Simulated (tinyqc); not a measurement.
Worked calculation: scattering of inversion-layer electrons by surface optical phonons of the gate insulator (remote phonon scattering). Computed by tinyqc, a small Python program that keeps every step. Command: `OMP_NUM_THREADS=1 python tinyqc.py 3113788 3113789 out.jsonl sophonon walk`. One thread of a shared host (Intel(R) Xeon(R) Processor @ 2.30GHz), about 0.01 s of CPU time with the checks. Intermediate numbers are printed to about 5 digits and carried at full precision; extremes and crossings named in words are read from the listed rows.

One subband with the Fang-Howard envelope; insulator and channel are half-spaces, the gate is far away, and an interlayer only moves the polar surface away by t (its own modes and its permittivity contrast are left out).

Inputs (values chosen for the exercise, modelled on Al2O3 on germanium):

| quantity | value | unit |
|---|---|---|
| static constant of the insulator eps_0s | 12.1 | - |
| intermediate constant eps_i | 7.36 | - |
| optical constant eps_inf | 3.15 | - |
| hbar omega_TO1 | 49.4 | meV |
| hbar omega_TO2 | 71.4 | meV |
| constant of the channel eps_s | 16.2 | - |
| in-plane mass m | 0.125 | m_0 |
| valleys g_v | 4 | - |
| sheet density n | 3.4e+12 | 1/cm^2 |
| mean distance of the electrons z0 = 3/b | 1.5 | nm |
| interlayer thickness t | 0.78 | nm |
| temperature T | 200 | K |
| electron energy E | 15 | meV |
| mobility from other processes | 540 | cm^2/(V s) |

Screening by the channel electrons: none.

Constants: k_B = 8.617333262e-05 eV/K; hbar^2/(2 m_0) = 3.80998212 eV angstrom^2; e^2/(4 pi eps_0) = 14.39964548 eV angstrom; hbar = 6.582119569e-16 eV s; e = 1.602176634e-19 C; m_0 = 9.1093837015e-31 kg.

## Surface modes and strengths

eps(w) = eps_inf + (eps_0s - eps_i) w1^2/(w1^2 - w^2) + (eps_i - eps_inf) w2^2/(w2^2 - w^2). Surface modes solve eps(w) + eps_s = 0, a quadratic in w^2; the strength of a mode is g = 2/(w d eps/dw). Occupation N = 1/(exp(hbar w/(k_B T)) - 1).

hbar omega_SO (meV): 1 53.303, 2 80.026

strengths g: 1 0.004618, 2 0.011726

occupations N: 1 0.047534, 2 0.009719

hbar omega g (2 N + 1) (meV): 1 0.26954, 2 0.95663

The lower mode has the larger hbar omega g N, the prefactor of absorption before the dependence on q: 0.0117 and 0.00912 meV.

## The electron gas

Density of states D = g_v m/(pi hbar^2); eta = E_F/(k_B T) = ln(exp(n/(D k_B T)) - 1); screening wave number q_s = e^2 D/(2 eps_0 eps_avg) x 1/(1 + exp(-eta)), eps_avg = (eps_s + eps_inf)/2; b = 3/z0.

D = 2.0887e+14 1/(eV cm^2)

eta = 0.45207

q_s = 1.1937 1/nm

b = 2 1/nm

## Squared matrix elements

For a mode of strength g, without the occupation factor, Area x |M(q)|^2 = e^2 hbar w g/(2 eps_0 q) x (b/(b + q))^6 exp(-2 q t).

Area x |M|^2 (meV^2 nm^2):

| q (1/nm) | (b/(b + q))^6 | exp(-2 q t) | mode 1 | mode 2 |
|---|---|---|---|---|
| 0.05 | 0.86230 | 0.92496 | 3.5525e+04 | 1.3543e+05 |
| 0.10 | 0.74622 | 0.85556 | 1.4218e+04 | 5.4204e+04 |
| 0.20 | 0.56447 | 0.73198 | 4.6008e+03 | 1.7540e+04 |
| 0.30 | 0.43233 | 0.62625 | 2.0098e+03 | 7.6622e+03 |
| 0.50 | 0.26214 | 0.45841 | 5.3523e+02 | 2.0405e+03 |
| 0.80 | 0.13281 | 0.28708 | 1.0614e+02 | 4.0463e+02 |
| 1.20 | 0.05960 | 0.15382 | 1.7014e+01 | 6.4865e+01 |

## Rates at the energy E

Approximate momentum relaxation rate, taking tau v alike in the initial and final states: 1/tau = (m/(2 pi hbar^3)) sum over modes and over absorption (N, E' = E + hbar w) and emission (N + 1, E' = E - hbar w > 0) of [(1 - f(E'))/(1 - f(E))] int_0^(2 pi) Area |M(q)|^2 (1 - cos theta) d theta, q^2 = k^2 + k'^2 - 2 k k' cos theta, f the Fermi function; 48 midpoints in theta from 0 to pi.

rates (1/ps): mode 1 absorption 0.069080, mode 1 emission 0.000000, mode 2 absorption 0.034749, mode 2 emission 0.000000

tau at E = 9631.2 fs

## Mobility

mu = (e/m) int tau E f (1 - f) dE/(k_B T int f dE), by 300 midpoints from 0 to (max(eta, 0) + 14) k_B T; Matthiessen sum with the other processes.

remote-phonon mobility = 1.9613e+05 cm^2/(V s)

total mobility = 538.52 cm^2/(V s)

loss of mobility = 0.27457 %

Caution: a relaxation time is only an approximation for inelastic scattering, and static or no screening brackets the true dynamic screening only roughly.

## What an interlayer buys

The formulas are those given above.

Against the interlayer thickness:

| t (nm) | remote-phonon mobility (cm^2/(V s)) | total (cm^2/(V s)) |
|---|---|---|
| 0.0 | 7.3201e+04 | 536.05 |
| 0.3 | 1.0816e+05 | 537.32 |
| 0.6 | 1.5759e+05 | 538.16 |
| 1.0 | 2.5438e+05 | 538.86 |
| 1.5 | 4.4580e+05 | 539.35 |
| 2.0 | 7.5053e+05 | 539.61 |
| 3.0 | 1.9156e+06 | 539.85 |

1 nm of interlayer raises the remote-phonon mobility by a factor 3.48, as exp(2 q t) with an effective q of 0.62 per nm; between 2 and 3 nm the effective q is 0.47. The total goes from 536 to 539 over the first nanometre.

Checks made by the program: sum of strengths against 1/(eps_s + eps_inf) - 1/(eps_s + eps_0s) (relative difference below 1e-10).
